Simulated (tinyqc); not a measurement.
Where the wafer is too thin: surface photovoltage measurement of the minority-carrier diffusion length in a wafer. Computed by tinyqc, a small Python program. Command: `OMP_NUM_THREADS=1 python tinyqc.py 3130267 3130268 out.jsonl spv walk`. One thread of a shared host (Intel(R) Xeon(R) Processor @ 2.30GHz), about 0.01 s of CPU time with the checks.

Low injection, steady light, a depletion layer much thinner than 1/alpha and L. The excess density dn is taken at the front edge of the neutral region; light that reaches the back is lost.

Inputs (values chosen for the exercise, modelled on p-type silicon at room temperature):
```
quantity                            value        unit
wafer thickness W                     525  micrometre
diffusivity D                        29.9      cm^2/s
front recombination velocity S_f     2600        cm/s
back recombination velocity S_b      3300        cm/s
photon flux entering              4.5e+13  1/(cm^2 s)
```

Method:
- alpha = (84.732/lambda - 76.417)^2 per cm with lambda in micrometre (an empirical fit for silicon between 0.7 and 1.05 micrometre).
- Thick wafer: dn = Phi L/((S_f + D/L)(L + 1/alpha)). Finite wafer, with s = S_b L/D, w = W/L, a = alpha L: dn = [Phi a/(a^2 - 1)] [a - B - exp(-alpha W)(a - s)/(cosh w + s sinh w)]/(S_f + B D/L), B = (sinh w + s cosh w)/(cosh w + s sinh w).
- Readings y = (Phi/dn) (1 + noise x g) at 780, 830, 880, 920, 950, 975 and 995 nm; a least-squares line y = c (1/alpha + L_app) gives L_app = intercept/slope.
- No noise; L is varied at fixed W, and the last two columns set S_b to 0 and to 1e7 cm/s.

Apparent length (micrometre):
```
L          W/L  given S_b  S_b = 0  S_b = 1e7
26.2    20.038      26.20     26.2      26.20
52.5    10.000      52.50     52.5      52.50
105.0    5.000     104.96    105.1     104.82
158.0    3.323     157.15    160.0     155.54
262.0    2.004     248.41    285.5     236.61
420.0    1.250     341.71    544.4     307.88
682.0    0.770     413.15   1138.2     355.29
1100.0   0.477     451.18   2285.1     378.33
2100.0   0.250     471.42   4582.0     390.02
```

What follows from these numbers?

With a fast back surface L_app levels off, at 390 micrometre in the last row; with a passive one it reaches up to 2.18 times L among these rows and is 4580 in the last. All three columns are within 5 % of L down to W/L = 3.3.

Extremes, crossings and ranges named in words are read from the listed rows.
